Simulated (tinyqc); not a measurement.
Gate length: charge control and current of a heterostructure field-effect transistor. Computed by tinyqc, a small Python program. Command: `OMP_NUM_THREADS=1 python tinyqc.py 3016598 3016599 out.jsonl hemt walk`. One thread of a shared host (Intel(R) Xeon(R) Processor @ 2.30GHz), about 0.01 s of CPU time with the checks.

Two subbands in a triangular well; E_F is counted from the conduction band edge of the channel at the interface.

Inputs (values chosen for the exercise, modelled on AlGaAs/GaAs):

| quantity | value | unit |
|---|---|---|
| channel mass m | 0.07 | m_0 |
| permittivity eps (barrier and channel) | 12.2 | - |
| barrier thickness d | 20 | nm |
| Schottky barrier phi_B | 0.86 | eV |
| conduction band offset dE_c | 0.16 | eV |
| delta-doping density N_d | 3.7e+12 | 1/cm^2 |
| gate voltage V_G | 0.43 | V |
| mobility mu | 6900 | cm^2/(V s) |
| saturation velocity v_s | 1.5 | 1e7 cm/s |
| gate length L | 660 | nm |
| source resistance R_S | 1.1 | ohm mm |
| temperature T | 300 | K |
| mixing | 0.5 | - |
| iteration cap | 200 | - |
| spacer between delta layer and channel | 3.2 | nm |

Charge source: delta doping. Velocity law: two-piece.

Constants: e = 1.602176634e-19 C; eps_0 = 8.8541878128e-12 F/m; k_B = 8.617333262e-05 eV/K; hbar = 1.054571817e-34 J s; m_0 = 9.1093837015e-31 kg; k_B = 1.380649e-23 J/K.

Method:
- Threshold V_T = phi_B - dE_c - e N_d (d - spacer)/(eps eps_0) (in volts); C_b = eps eps_0/d.
- Charge control: n_s = C_b (V_G - V_T - E_F/e)/e. Well: mean field F = e n_s/(2 eps eps_0), E_i = (hbar^2/2m)^(1/3) [(3 pi e F/2)(i + 3/4)]^(2/3), i = 0, 1; n_s = D k_B T sum_i ln(1 + exp((E_F - E_i)/k_B T)), D = m/(pi hbar^2), which is solved in closed form for E_F.
- Iteration from n_s = C_b (V_G - V_T)/(2e): E_F from n_s, n_out from the charge control, n_new = n_s + mixing (n_out - n_s), kept above n_s/10; stop when |n_out/n_s - 1| < 1e-9.
- C_g = e dn_s/dV_G = 1/(1/C_b + 1/C_q), 1/C_q = d(E_F/e)/d(e n_s) by a central difference of +/- 0.1 % in n_s; added distance dd = eps eps_0/C_q.
- With V = e n_s/C_g and V_c = v_s L/mu: for v = mu F up to v_s, I/W = C_g v_s V_c (sqrt(1 + (V/V_c)^2) - 1) and V_Dsat = V + V_c - sqrt(V^2 + V_c^2); g_m = dI/dV; extrinsic g_m/(1 + g_m R_S); f_T = g_m/(2 pi C_g L).

sheet density n_s = 1.69379e+12 1/cm^2

gate capacitance C_g = 0.427592 microfarad/cm^2

V = 0.634659 V

Scaling; the last columns are v_s/(2 pi L) and mu V/(2 pi L^2):

| L (nm) | I/W (mA/mm) | g_m (mS/mm) | extrinsic g_m (mS/mm) | f_T (GHz) | velocity limit (GHz) | mobility limit (GHz) |
|---|---|---|---|---|---|---|
| 30 | 402.90 | 641.35 | 376.05 | 7.9573e+02 | 795.77 | 7.7440e+04 |
| 60 | 398.78 | 641.25 | 376.02 | 3.9780e+02 | 397.89 | 1.9360e+04 |
| 120 | 390.67 | 640.85 | 375.88 | 1.9878e+02 | 198.94 | 4.8400e+03 |
| 250 | 373.69 | 639.05 | 375.26 | 9.5145e+01 | 95.49 | 1.1151e+03 |
| 500 | 343.27 | 632.18 | 372.88 | 4.7061e+01 | 47.75 | 2.7879e+02 |
| 1000 | 290.85 | 606.78 | 363.89 | 2.2585e+01 | 23.87 | 6.9696e+01 |
| 2000 | 214.56 | 529.13 | 334.46 | 9.8475e+00 | 11.94 | 1.7424e+01 |
| 5000 | 110.14 | 323.41 | 238.54 | 2.4075e+00 | 4.77 | 2.7879e+00 |

What follows from these numbers?

f_T scales as L^-1.00 at the short end and L^-1.54 at the long end; the two limits cross at L = mu V/v_s = 2920 nm. g_m tends to C_g v_s = 641 mS/mm, and R_S cuts it by 41 % at the shortest gate. Fringe capacitances and short-channel effects, left out, lower f_T once L is below about ten barrier thicknesses. Caution: E_F lies above the conduction band minimum of the barrier, so electrons would spill into the barrier.

Extremes, crossings and ranges named in words are read from the listed rows.
